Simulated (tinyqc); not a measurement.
# Reverse leakage of an n+-p junction: diffusion, generation, trap-assisted and band-to-band tunnelling: leakage components against the reverse bias

One-sided abrupt junction in the depletion approximation, x from the junction (0) to W on the p side, field F = F0 (1 - x/W). Flat quasi-Fermi levels, long p side. Traps generate through SRH with both lifetimes shortened by 1 + Gamma (Hurkx enhancement, form for moderate fields); band-to-band generation is local and needs a total bending above Eg.

ni = sqrt(Nc Nv) exp(-Eg/(2 Vt)), Eg in volts; Vbi = Vt ln(Na Nd/ni^2); W = sqrt(2 eps0 eps_r (Vbi + VR)/(q Na)); F0 = 2 (Vbi + VR)/W; FG = sqrt(24 mt m0 (kB T)^3)/(q hbar); J_diff = q ni^2 sqrt(Dn/tau)(1 - exp(-VR/Vt))/Na. u = (Vbi + VR)(1 - x/W)^2, p = Na exp(-u/Vt), n = Nd exp((u - Vbi - VR)/Vt); G0 = ni^2 (1 - exp(-VR/Vt))/(tau (n + p + 2 ni cosh(Et/Vt))); Gamma = 2 sqrt(3 pi)(F/FG) exp((F/FG)^2); trap-assisted part G0 Gamma; G_bb = Ab F^2.5 exp(-Bb/F) with F in V/cm, zero unless Vbi + VR > Eg. Currents are q times the integrals over 0 to W; J_bb under 1e-8 of J is printed as 0; rows with F0/FG above 2.2, beyond the range of this Gamma, are left out.

Inputs (values chosen for the exercise); band and dielectric values close to those of silicon: temperature T = 400 K; band gap Eg = 1.1 eV; relative permittivity eps_r = 11.7; conduction-band density of states at T Nc = 4.36e19 cm^-3; valence-band density of states at T Nv = 4.05e19 cm^-3; acceptor density of the lighter side Na = 1.4e17 cm^-3; donor density of the heavier side Nd = 5e19 cm^-3; SRH lifetime of both carriers at zero field tau = 3e-6 s; trap level above the intrinsic level Et = 0.1 eV; tunnelling mass mt = 0.23 m0; electron diffusion coefficient on the lighter side Dn = 6.8 cm^2/s; band-to-band prefactor Ab = 7.4e14 cm^-0.5 V^-2.5 s^-1; band-to-band field constant Bb = 1.8e7 V/cm.

Constants: q = 1.602176634e-19 C, kB = 1.380649e-23 J/K, hbar = 1.054571817e-34 J s, m0 = 9.1093837015e-31 kg, Vt = kB T/q, eps0 = 8.8541878128e-14 F/cm where lengths are in cm. Results are converted to the units shown.

The same in every row: J_bb (A/cm^2) = 0.

Result of one run:
```
F0 (kV/cm)  F0/FG  J_diff (A/cm^2)  J_SRH (A/cm^2)  J_TAT (A/cm^2)  J (A/cm^2)              largest part
316         0.581          4.21e-8         1.20e-7         3.05e-7     4.67e-7  trap-assisted tunnelling
```

Which reverse bias VR gave this result: 0.5, 1.4, 1.7, 2 or 2.3 V?

VR = 1.4 V.

The whole series:
```
VR (V)  F0 (kV/cm)  F0/FG  J_diff (A/cm^2)  J_SRH (A/cm^2)  J_TAT (A/cm^2)  J (A/cm^2)              largest part
0.2            219  0.402          4.19e-8         4.27e-8         6.95e-8     1.54e-7  trap-assisted tunnelling
0.5            247  0.454          4.21e-8         6.63e-8         1.25e-7     2.33e-7  trap-assisted tunnelling
0.8            272  0.500          4.21e-8         8.62e-8         1.82e-7     3.10e-7  trap-assisted tunnelling
1.1            295  0.542          4.21e-8         1.04e-7         2.42e-7     3.88e-7  trap-assisted tunnelling
1.4            316  0.581          4.21e-8         1.20e-7         3.05e-7     4.67e-7  trap-assisted tunnelling
1.7            336  0.617          4.21e-8         1.35e-7         3.70e-7     5.47e-7  trap-assisted tunnelling
2              355  0.652          4.21e-8         1.48e-7         4.39e-7     6.29e-7  trap-assisted tunnelling
2.3            373  0.684          4.21e-8         1.61e-7         5.10e-7     7.14e-7  trap-assisted tunnelling
2.6            390  0.716          4.21e-8         1.73e-7         5.85e-7     8.01e-7  trap-assisted tunnelling
```

J rises from 1.54e-7 to 8.01e-7 A/cm^2. Trap-assisted tunnelling leads at VR = 0.2 and in all other rows. The ratio J_TAT/J_SRH goes from 1.63 to 3.37 as F0/FG goes from 0.402 to 0.716.

Range of the model: The n+ side is degenerate, so Vbi from Boltzmann statistics is only a guide.

tinyqc, about 0.01 s, one thread, Intel Xeon 2.30GHz (shared host): `OMP_NUM_THREADS=1 python tinyqc.py 2290009 2290010 out.jsonl`
